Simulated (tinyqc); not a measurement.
# Electron mobility in a silicon inversion layer, empirical terms and Matthiessen rule: effects of single changes

Inversion layer of sheet density Ns on a uniformly doped body. The mobility terms are empirical power laws with prefactors chosen for the exercise; adding their inverses (Matthiessen) is itself an approximation.

Parameters, values chosen for the exercise; material values close to those of silicon:

| symbol | value | unit | meaning |
|---|---|---|---|
| T | 300 | K | temperature |
| Eg | 1.13 | eV | band gap |
| eps_r | 11.7 |  | relative permittivity of the semiconductor |
| Nc | 2.79e19 | cm^-3 | conduction-band density of states at T |
| Nv | 2.61e19 | cm^-3 | valence-band density of states at T |
| Nb | 9.7e17 | cm^-3 | body doping |
| Vsb | 0 | V | reverse body bias |
| eta | 0.5 |  | weight of the inversion charge in the effective field |
| Ap | 402 | cm^2/(V s) | phonon-limited mobility at 1 MV/cm and 300 K |
| As | 1220 | cm^2/(V s) | roughness-limited mobility at 1 MV/cm |
| gs | 2 |  | exponent of the roughness term |
| Ac | 3300 | cm^2/(V s) | Coulomb prefactor |
| Nit | 1.8e11 | cm^-2 | charge at the interface |
| Ns | 3.6e12 | cm^-2 | inversion density |

Constants: q = 1.602176634e-19 C, kB = 1.380649e-23 J/K, Vt = kB T/q, eps0 = 8.8541878128e-14 F/cm where lengths are in cm. Results are converted to the units shown.

Each table varies one quantity; the others keep the values above.

## Effect of the charge at the interface

ni = sqrt(Nc Nv) exp(-Eg/(2 Vt)), Eg in volts; Ndep = sqrt(2 eps0 eps_r Nb (2 Vt ln(Nb/ni) + Vsb)/q); E = q (Ndep + eta Ns)/(eps0 eps_r), in MV/cm. With t = T/(300 K): muC = Ac (Ns/1e12 cm^-2) t/(Nb/1e17 cm^-3 + Nit/1e11 cm^-2), muP = Ap E^(-1/3) t^(-1.75), muS = As E^(-gs); 1/mu is the sum of the inverses.

The same in every row: E (MV/cm) = 0.8145; muP (cm^2/(V s)) = 430.5; muS (cm^2/(V s)) = 1839.

Effect of the charge at the interface:
```
Nit (cm^-2),muC (cm^2/(V s)),mu (cm^2/(V s))
1e10,1212,270.9
3.2e10,1186,269.5
1e11,1110,265.4
3.2e11,920.9,253.0
1e12,603.0,221.0
3.2e12,284.9,156.8
1e13,108.3,82.64
```

What does the table show?

As Nit goes from 1e10 to 1e13 cm^-2, E stays at 0.815 MV/cm and mu falls from 271 to 82.6 cm^2/(V s). The smallest term is the phonon one in the first row and the Coulomb one in the last.

## Universality: two dopings at the same effective field

Same model as above.

For each E, Ns is chosen to give that field on bodies with Nb = 1e17 and 9.7e17 cm^-3; the last column leaves out muC.

Results:
```
E (MV/cm),"Ns, light body (cm^-2)","mu, light (cm^2/(V s))","Ns, heavy body (cm^-2)","mu, heavy (cm^2/(V s))",without muC (cm^2/(V s))
0.568,5.2600e12,402.27,4.1194e11,92.729,430.19
0.646,6.2687e12,380.55,1.4206e12,202.20,401.21
0.735,7.4196e12,356.88,2.5715e12,247.35,372.06
0.836,8.7257e12,331.84,3.8776e12,262.13,342.91
0.951,1.0213e13,305.75,5.3648e12,260.61,313.72
1.23,1.3821e13,252.10,8.9727e12,232.90,256.06
1.4,1.6019e13,225.11,1.1171e13,212.71,227.82
```

Estimate the missing row, E = 1.08 MV/cm.

Computed row:
```
E (MV/cm),"Ns, light body (cm^-2)","mu, light (cm^2/(V s))","Ns, heavy body (cm^-2)","mu, heavy (cm^2/(V s))",without muC (cm^2/(V s))
1.08,1.1881e13,279.35,7.0330e12,249.76,285.04
```

With this row back in the table: The heavily doped body has 0.231 of the mobility of the light one in the first row and 0.945 in the last; there they lie 6.6 % below and 1.2 % below the curve without Coulomb scattering, which depends on E alone. The heavy body leaves that curve at low E because its field comes mostly from depletion charge and few carriers screen.

## Effect of the reverse body bias

Same model as above.

The same in every row: muC (cm^2/(V s)) = 1033.

Effect of the reverse body bias:
```
Vsb (V),E (MV/cm),muP (cm^2/(V s)),muS (cm^2/(V s)),mu (cm^2/(V s))
0,0.8145,430.5,1839,260.8
0.4,0.9167,413.8,1452,245.5
0.8,1.005,401.4,1209,233.3
1.2,1.083,391.4,1040,223.0
1.6,1.154,383.2,915.4,214.1
2,1.220,376.2,819.0,206.3
2.4,1.282,370.0,742.1,199.3
```

As Vsb goes from 0 to 2.4 V, E rises from 0.815 to 1.28 MV/cm and mu falls from 261 to 199 cm^2/(V s). The phonon term is the smallest in the first and the last row.

Program tinyqc, `OMP_NUM_THREADS=1 python tinyqc.py 2510123 2510124 out.jsonl`; Intel Xeon 2.30GHz, shared host, one thread, about 0.01 s.
